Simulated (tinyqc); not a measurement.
From results back to parameters: Slater-Koster d bands of an fcc metal. Five cases, with inputs chosen for the exercise.

Problem. In an fcc d band with nearest neighbours E(t2g, Gamma) = 3 dds + 4 ddp + 5 ddd, E(eg, Gamma) = 1.5 dds + 6 ddp + 4.5 ddd, and at X = (1,0,0) the yz state has 3 dds - 4 ddp - 3 ddd. The three levels come from hidden integrals.

Find: dds, ddp, ddd.

Method. Three linear equations: the first less the third is 8 (ddp + ddd); twice the second less the first is 8 ddp + 4 ddd; their difference gives ddd.

Case 1.

levels (eV): t2g Gamma -0.5080, eg Gamma 2.0700, yz at X -5.0120

Solution.

dds, ddp, ddd (eV): -0.908  0.599  -0.036

Case 2.

levels (eV): t2g Gamma -0.2460, eg Gamma 0.7770, yz at X -1.9180

Solution.

dds, ddp, ddd (eV): -0.350  0.241  -0.032

Case 3.

levels (eV): t2g Gamma -0.4820, eg Gamma 0.4230, yz at X -1.7380

Solution.

dds, ddp, ddd (eV): -0.364  0.175  -0.018

Case 4.

levels (eV): t2g Gamma -0.7040, eg Gamma 0.1680, yz at X -1.5200

Solution.

dds, ddp, ddd (eV): -0.352  0.158  -0.056

Case 5.

levels (eV): t2g Gamma -0.4420, eg Gamma 0.7230, yz at X -2.2100

Solution.

dds, ddp, ddd (eV): -0.432  0.251  -0.030

Computed by tinyqc, one run a case: `OMP_NUM_THREADS=1 python tinyqc.py N N+1 out.jsonl` with N = 1451509, 1451609, 1451618, 1451820, 1451846; one thread of a shared Intel(R) Xeon(R) Processor @ 2.30GHz, about 0.08 s a run at most.
